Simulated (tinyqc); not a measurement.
What moves the results: delta-doped layer in the Thomas-Fermi potential. A value that a table varies takes the place of the one given here.

All donors ionised in the plane z = 0, zero temperature, energies from the Fermi level EF of the Thomas-Fermi model, which lies at the bulk band edge; c = hbar^2/2m0, q = e^2/(4 pi eps0). gv = 1 equivalent valley, m_d = sqrt(m3^3/mz) in the plane. With n = (gv/3 pi^2)(m3 (-V)/c)^(3/2) and V'' = -(4 pi q/eps) n for z > 0, the solution is V = -b/(|z| + z0)^4 with sqrt(b) = 20/K, K = (4 pi q/eps)(gv/3 pi^2)(m3/c)^(3/2), and z0^5 = 4b/(e F0), e F0 = 2 pi q N/eps; 1e13/cm^2 = 1e-3/angstrom^2. Exchange and correlation are left out.

Subbands solve -(c/m_z) psi'' + V psi = E psi on 1280 points of spacing z0/80; up to ten levels for each group, kept if bound with an rms width below 2.5 z0.

Constants: hbar^2/2m0 = 3.80998211 eV angstrom^2; e^2/(4 pi eps0) = 14.39964547 eV angstrom.

Inputs chosen for the exercise (near those of a delta-doped layer in GaAs; shifted at random, so the results belong to these values and not to a real crystal):
- m3 = 0.066 m0 (density-of-states mass of a valley)
- mz = 0.066 m0 (mass along z)
- eps = 13.1 (dielectric constant)
- Nl = (0.026, 0.052, 0.1, 0.18, 0.31, 0.52, 0.83) x 1e13/cm^2 (sheet densities)
- N = 0.26 x 1e13/cm^2 (donor sheet density)

## Doping density

The well, the lowest level and the filling anew; at zero temperature n_i = g m_d (mu - E_i)/(2 pi c), with mu fixed by sum n_i = N.

Results:

| N (1e13/cm^2) | z0 (angstrom) | depth (eV) | lowest (eV) | next - lowest (eV) | occupied | share of lowest (%) |
|---|---|---|---|---|---|---|
| 0.026 | 379.5 | 0.0170 | -0.0080 | 0.0066 | 3 | 84.3 |
| 0.052 | 330.4 | 0.0297 | -0.0149 | 0.0116 | 3 | 78.7 |
| 0.10 | 289.9 | 0.0501 | -0.0267 | 0.0193 | 4 | 73.3 |
| 0.18 | 257.7 | 0.0801 | -0.0448 | 0.0305 | 4 | 68.5 |
| 0.31 | 231.2 | 0.1237 | -0.0721 | 0.0461 | 5 | 64.0 |
| 0.52 | 208.5 | 0.1872 | -0.1132 | 0.0682 | 5 | 59.9 |
| 0.83 | 189.9 | 0.2721 | -0.1697 | 0.0967 | 6 | 56.3 |

What does this show, and why?

The depth grows as N^(4/5) and z0 shrinks as N^(-1/5): factors 16.0 and 2.00 for 32 times the doping. The lowest level deepens faster, with exponent 0.88, since the zero-point energy takes a smaller share of a deeper well (53 % falling to 38 %). The number of occupied subbands is 3 in the first row and 6 in the last. Up to N = 0.026 the donor spacing exceeds 1.5 Bohr radii (one radius, a0 eps/m with the density-of-states mass, is 105 angstrom), where a uniform sheet is a crude picture of discrete donors (beyond about three radii electrons stay on single donors).

## What each parameter does

z0, depth, lowest level and its rms width. Each row changes one parameter from the base and keeps the others.

Results:

| case | z0 (angstrom) | depth (eV) | lowest (eV) | rms z (angstrom) |
|---|---|---|---|---|
| base | 239.47 | 0.1075 | -0.0619 | 36.60 |
| N = 0.416 x 1e13/cm^2 | 217.99 | 0.1566 | -0.0932 | 30.72 |
| eps = 11.8 | 224.92 | 0.1121 | -0.0635 | 35.66 |
| m3 = 0.076 m0 | 220.04 | 0.0988 | -0.0541 | 37.62 |
| mz = 0.056 m0 | 239.47 | 0.1075 | -0.0599 | 39.35 |

How do the results move?

The largest shifts from the base row, up to three for each result and ties (the steps differ in size, so this ranks the rows, not the parameters). z0 (angstrom): N -21.49, m3 -19.44, eps -14.56; unchanged at the printed digits by mz. depth (eV): N +0.0491, m3 -0.0087, eps +0.0046; unchanged at the printed digits by mz. lowest (eV): N -0.0314, m3 +0.0078, mz +0.0019. rms z (angstrom): N -5.89, mz +2.74, m3 +1.02.

Run: tinyqc, `OMP_NUM_THREADS=1 python tinyqc.py 1250288 1250289 out.jsonl`; Intel(R) Xeon(R) Processor @ 2.30GHz, one thread, shared host; about 0.08 s of CPU time with all checks.
